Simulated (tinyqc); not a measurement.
Double-gate transistor below threshold, two-dimensional Poisson equation on a small mesh: effect of the drain voltage.

Half of a symmetric double-gate structure: row 0 is the mid-plane of the body, where the normal field vanishes. Mobile charge is neglected (subthreshold), the body is fully depleted, and potentials are counted from the intrinsic level; rows run upward to the gate, columns from source to drain.

Mesh: rows i = 0..12 in the semiconductor (step hs = tb/12, row 12 on the interface), then 8 step(s) ho = tox/8 up to the gate row 20; columns j = 0..80 (step hy = L/80). Box integration, divided by eps0: up_i = eps hy/h of the interval above row i, dn_i = that of the interval below (0 for row 0), lat_i = (sum of eps h/2 over the intervals above and below)/hy, s_i = -q Na w_i hy/eps0 with w_i the semiconductor height of the box (hs/2 for row 0 and the interface row, hs between, 0 in the insulator). Each free node obeys (up + dn + 2 lat) psi = up psi(above) + dn psi(below) + lat [psi(left) + psi(right)] + s. Fixed values: gate row Vg - Vfb; column 0 at Vbi and the last column at Vbi + Vd in the semiconductor, each running linearly to Vg - Vfb across the insulator. The system is solved directly. On row 0 the minimum of psi and its place come from a parabola through the three lowest nodes; barrier = Vbi - minimum, swing = Vt ln 10/(d psi/dVg), DIBL = (d psi/dVd)/(d psi/dVg) there. Lambda = pi/k with k the smallest positive root of tan(k tox) tan(k tb) = eox/eps_r.

Values chosen for this exercise; semiconductor permittivity made up:
- T = 250 K (temperature)
- eps_r = 8.91 (relative permittivity of the semiconductor)
- eox = 22 (relative permittivity of the insulator)
- tb = 3 nm (half the body thickness)
- tox = 5.4 nm (insulator thickness)
- L = 24 nm (channel length)
- Na = 0 cm^-3 (acceptor density of the depleted body)
- Vbi = 0.46 V (potential of the source)
- Vfb = -0.03 V (gate offset)
- Vg = 0 V (gate voltage)

Constants: q = 1.602176634e-19 C, kB = 1.380649e-23 J/K, Vt = kB T/q, eps0 = 8.8541878128e-14 F/cm where lengths are in cm. Results are converted to the units shown.

Results:
```
Vd (V),L/Lambda,barrier (V),place y/L,swing (mV/decade),DIBL (mV/V)
0.05,1.764,0.3662,0.4900,57.72,77.23
0.25,1.764,0.3541,0.4581,57.96,64.92
0.45,1.764,0.3437,0.4345,58.34,57.24
0.65,1.764,0.3345,0.4157,58.76,51.87
1.05,1.764,0.3184,0.3868,59.67,44.71
```

Estimate the missing row, Vd = 0.85 V.

Computed row:
```
Vd (V),L/Lambda,barrier (V),place y/L,swing (mV/decade),DIBL (mV/V)
0.85,1.764,0.3261,0.4001,59.21,47.86
```

With this row back in the table: As Vd goes from 0.05 to 1.05 V, the barrier falls from 0.366 to 0.318 V, the swing rises from 57.7 to 59.7 mV a decade and DIBL falls from 77.2 to 44.7 mV/V; the ideal swing is 49.6. The barrier top moves from y/L = 0.490 to 0.387, towards the source.

tinyqc, about 0.1 s, one thread, Intel Xeon 2.30GHz (shared host): `OMP_NUM_THREADS=1 python tinyqc.py 2480083 2480084 out.jsonl`
